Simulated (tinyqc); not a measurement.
What moves the results: configuration-coordinate model of carrier capture at a defect. A value that a table varies takes the place of the one given here.

Two parabolas of equal curvature k in one coordinate Q: with the carrier free at the band edge, U_f = k Q^2/2; with the carrier trapped, U_t = k (Q - dQ)^2/2 - ET. ER = k dQ^2/2, Huang-Rhys factor S = ER/hw, hw = 0.0646541 sqrt(k/M) eV for k in eV/angstrom^2 and M in u. The curves cross at a height Eb = (ER - ET)^2/(4 ER) above the free minimum.

Multiphonon factor for giving p = ET/hw phonons to the lattice: W = exp(-S (2 nb + 1)) ((nb + 1)/nb)^(p/2) I_p(x), nb = 1/(exp(hw/kT) - 1), x = 2 S sqrt(nb (nb + 1)), I_p the modified Bessel function. Classical limit: W = hw exp(-Eb/kT)/sqrt(4 pi ER kT). At T = 0: exp(-S) S^p/Gamma(p + 1).

Constants: kB = 8.617333262e-05 eV/K.

Values chosen for the exercise (of the size met at a deep level in GaN; the results hold for these values, not for the real material):
```
symbol  value  unit  meaning
ET      1.03   eV    thermal depth of the level below the band edge
ER      0.38   eV    relaxation energy
hw      0.045  eV    phonon energy of the mode
T       200    K     temperature
```

## Capture against temperature

The local activation energy is -d ln W/d(1/kT), by central differences with T changed by 1 %.

Against T:
```
T (K)  kT/hw  log10 W  log10 W, classical  activation energy (eV)
40     0.077   -4.719             -35.476                  0.0000
60     0.115   -4.719             -23.891                  0.0001
80     0.153   -4.714             -18.116                  0.0006
120    0.230   -4.669             -12.367                  0.0052
160    0.306   -4.570              -9.511                  0.0155
220    0.421   -4.355              -7.193                  0.0378
300    0.574   -4.033              -5.562                  0.0710
400    0.766   -3.662              -4.457                  0.1082
550    1.053   -3.222              -3.571                  0.1490
```

log10 W at T = 0 = -4.719
Eb = 0.2780 eV

At 40 K log10 W is -4.72, against -4.72 at T = 0 and -35.5 classically; at 550 K the two forms differ by +0.35. The activation energy read from an Arrhenius plot goes from 0.000 eV at 40 K to 0.149 at 550 K, with its largest value 0.149 at 550 K, against Eb = 0.278 eV; the classical form itself gives Eb - kT/2. A measured slope therefore understates the barrier.

## Capture against depth of the level

ET is varied at fixed ER, hw and T, as by moving the band edge with alloying or pressure.

Against ET:
```
ET/ER  ET (eV)  Eb (eV)  log10 W  log10 W, classical
0.10     0.038   0.0770   -2.394              -2.744
0.25     0.095   0.0534   -1.856              -2.151
0.50     0.190   0.0238   -1.257              -1.403
0.75     0.285   0.0059   -0.958              -0.954
1.00     0.380   0.0000   -0.896              -0.804
1.25     0.475   0.0059   -1.027              -0.954
1.50     0.570   0.0238   -1.321              -1.403
2.00     0.760   0.0950   -2.307              -3.198
3.00     1.140   0.3800   -5.497             -10.380
```

Capture is fastest at ET/ER = 1 among these rows, where the barrier vanishes or nearly so. The classical form is symmetric about ET = ER; the quantum one gives -1.26 at 0.5 and -1.32 at 1.5, against -1.40 for both. At ET = 3 ER it lies 4.9 decades above the classical value: deep levels capture by emitting many phonons, and the rate falls with depth by 8.4 decades per eV between the last two rows. Rows deeper than the gap of the host are formal.

## Phonon side bands at T = 0

Weights exp(-S) S^j/j! of the line with j phonons, S = ER/hw; absorption at ET + j hw, emission at ET - j hw (a dash if negative).

Lines:
```
j    weight  absorption (eV)  emission (eV)
0   0.00022            1.030          1.030
1   0.00182            1.075          0.985
2   0.00767            1.120          0.940
3   0.02159            1.165          0.895
4   0.04557            1.210          0.850
5   0.07697            1.255          0.805
6   0.10832            1.300          0.760
7   0.13067            1.345          0.715
8   0.13793            1.390          0.670
9   0.12942            1.435          0.625
10  0.10929            1.480          0.580
11  0.08390            1.525          0.535
12  0.05904            1.570          0.490
13  0.03835            1.615          0.445
```

The zero-phonon line holds 0.0215 % of the band and the largest weight falls on j = 8, next to S = 8.44; the lines listed add to 0.9508.

## What each parameter does

Eb, log10 W and the full width 2.35482 sqrt(ER hw coth(hw/2kT)). Each row changes one parameter from the base and keeps the others.

Results:
```
case           Eb (eV)  log10 W  full width (eV)
base            0.2780   -4.432           0.3314
ET = 1.07 eV    0.3132   -4.807           0.3314
ER = 0.43 eV    0.2093   -3.732           0.3526
hw = 0.054 eV   0.2780   -3.932           0.3524
T = 230 K       0.2780   -4.315           0.3416
```

The largest shifts from the base row, up to three for each result and ties (the steps differ in size, so this ranks the rows, not the parameters). Eb (eV): ER -0.0687, ET +0.0353; unchanged at the printed digits by hw and T. log10 W: ER +0.700, hw +0.500, ET -0.375. full width (eV): ER +0.0211, hw +0.0209, T +0.0101; unchanged at the printed digits by ET.

tinyqc: `OMP_NUM_THREADS=1 python tinyqc.py 1481231 1481232 out.jsonl`; about 0.01 s, one thread, shared Intel(R) Xeon(R) Processor @ 2.30GHz.
